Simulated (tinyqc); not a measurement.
MP2 on RHF in the sto-6g basis, for H2, spin multiplicity 1, step by step. Computed by tinyqc, a small Python program that keeps every step (integrals from PySCF). Settings: charge = 0, multiplicity = 1, basis = sto-6g, method = RHF, energy threshold = 1e-10, iteration cap = 66, orthogonalisation = symmetric, start = atomic densities, DIIS depth = 6. Command: `OMP_NUM_THREADS=1 python tinyqc.py 29363 29364 out.jsonl` (the two numbers bound the seeds that draw the settings). One thread of a shared host (Intel(R) Xeon(R) Processor @ 2.60GHz), about 0.06 s of CPU time with the checks. The early iterations of the SCF are left out here.

## One-electron integrals

Geometry (angstrom):
```
atom,x,y,z
H,0.0000,0.0000,0.0000
H,0.0000,0.0000,1.0900
```

Basis sto-6g: exponents (1/bohr^2) and contraction coefficients of normalised primitives:
```
element,l (shell),exponent,coefficient
H,s (1),35.5232,0.0092
H,s (1),6.5131,0.0494
H,s (1),1.8221,0.1685
H,s (1),0.6260,0.3706
H,s (1),0.2431,0.4165
H,s (1),0.1001,0.1303
```

Overlap, kinetic and nuclear-attraction integrals over the contracted functions; the nuclear repulsion is the sum of Za Zb / Rab.

nuclear repulsion = 0.485484 hartree

overlap S:
```
,1H 1s,2H 1s
1H 1s,1.0000,0.4455
2H 1s,0.4455,1.0000
```

kinetic energy T (hartree):
```
,1H 1s,2H 1s
1H 1s,0.7685,0.0825
2H 1s,0.0825,0.7685
```

nuclear attraction V (hartree):
```
,1H 1s,2H 1s
1H 1s,-1.7146,-0.6853
2H 1s,-0.6853,-1.7146
```

core Hamiltonian H = T + V (hartree):
```
,1H 1s,2H 1s
1H 1s,-0.9461,-0.6029
2H 1s,-0.6029,-0.9461
```

## Two-electron integrals

Functions are numbered as in S; the eight-fold symmetry (ij|kl) = (ji|kl) = (kl|ij) leaves the list below.

Two-electron integrals (ij|kl) in chemists' order, unique and non-zero (hartree):
```
i,j,k,l,(ij|kl)
1,1,1,1,0.7750
2,1,1,1,0.2700
2,1,2,1,0.1242
2,2,1,1,0.4497
2,2,2,1,0.2700
2,2,2,2,0.7750
```

## Orthogonalisation

S = U s U^T; symmetric (Loewdin) form X = U s^(-1/2) U^T, so that X^T S X = 1.

eigenvalues of S: 0.5545  1.4455

X:
```
,1H 1s,2H 1s
1H 1s,1.0873,-0.2555
2H 1s,-0.2555,1.0873
```

## Starting guess

The start is atomic minimal-basis densities projected into this basis (PySCF's MINAO start) and scaled to the electron count of each spin; this density is not idempotent, so its energy is not variational and may lie below the converged one.

D at the start:
```
,1H 1s,2H 1s
1H 1s,0.9584,0.0933
2H 1s,0.0933,0.9584
```

## Iteration 3 (converged): orbitals

converged F (hartree):
```
,1H 1s,2H 1s
1H 1s,-0.2231,-0.4428
2H 1s,-0.4428,-0.2231
```

Diagonalise F' = X^T F X, C = X C', fill 1 alpha and 1 beta electrons from the bottom; D = 2 C_occ C_occ^T. Each column has its largest component positive (the first on a tie).

F' = X^T F X (hartree):
```
,1,2
1,-0.0322,-0.4284
2,-0.4284,-0.0322
```

orbital energies (hartree): MO1 -0.4607, MO2 0.3962

coefficients C:
```
,MO1,MO2
1H 1s,0.5881,0.9495
2H 1s,0.5881,-0.9495
```

D after iteration 3:
```
,1H 1s,2H 1s
1H 1s,0.6918,0.6918
2H 1s,0.6918,0.6918
```

## Convergence

Stop when the energy changes by less than 1e-10 hartree and every element of the error matrix X^T (F D S - S D F) X is below 3e-06.

Course of the cycle:
```
iteration,E (hartree),change,largest element of the error matrix
1,-0.680586,-,3.14e-16
2,-1.046783,-3.66e-01,2.48e-16
3,-1.046783,-4.44e-16,2.24e-16
```

PySCF RHF in the same basis = -1.046783 hartree

Converged in 3 iterations.

## Populations, bond orders and dipole

Mulliken: Z minus the diagonal of D S on the atom; Loewdin: the same with S^(1/2) D S^(1/2); Mayer order: 2 sum_s sum (D(s) S)_ij (D(s) S)_ji over the two atoms.

Charges (e):
```
atom,Mulliken,Loewdin
1H,0,0
2H,0,0
```

Mayer bond orders:
```
pair,order
2-1,1.0000
```

dipole moment about the origin, x y z (debye): 0.0000  0.0000  0.0000

## Integrals over molecular orbitals

(pq|rs) = sum C_ip C_jq C_kr C_ls (ij|kl), one index at a time.

one-electron integrals over orbitals h = C^T H C (hartree):
```
,1,2
1,-1.0716,0.0000
2,0.0000,-0.6189
```

Two-electron integrals over orbitals (pq|rs), unique and non-zero (hartree):
```
p,q,r,s,(pq|rs)
1,1,1,1,0.6110
2,1,2,1,0.2029
2,2,1,1,0.6090
2,2,2,2,0.6393
```

## Second-order Moller-Plesset energy

Hartree-Fock energy = -1.046783 hartree

E2 = sum_ijab (ia|jb) [2 (ia|jb) - (ib|ja)] / (e_i + e_j - e_a - e_b) over occupied i, j and virtual a, b; the opposite-spin part is (ia|jb)^2 / denominator, the rest is same-spin, and SCS-MP2 scales them by 6/5 and 1/3.

Terms:
```
i,j,a,b,(ia|jb),(ib|ja),denominator,term
1,1,2,2,0.2029,0.2029,-1.7138,-0.0240
```

Pair energies (hartree; pair i-j sums ij and ji):
```
pair,opposite spin,same spin
1-1,-0.0240,0.0000
```

MP2 correlation energy = -0.024021 hartree

SCS-MP2 correlation energy = -0.028825 hartree

MP2 total energy = -1.070804 hartree
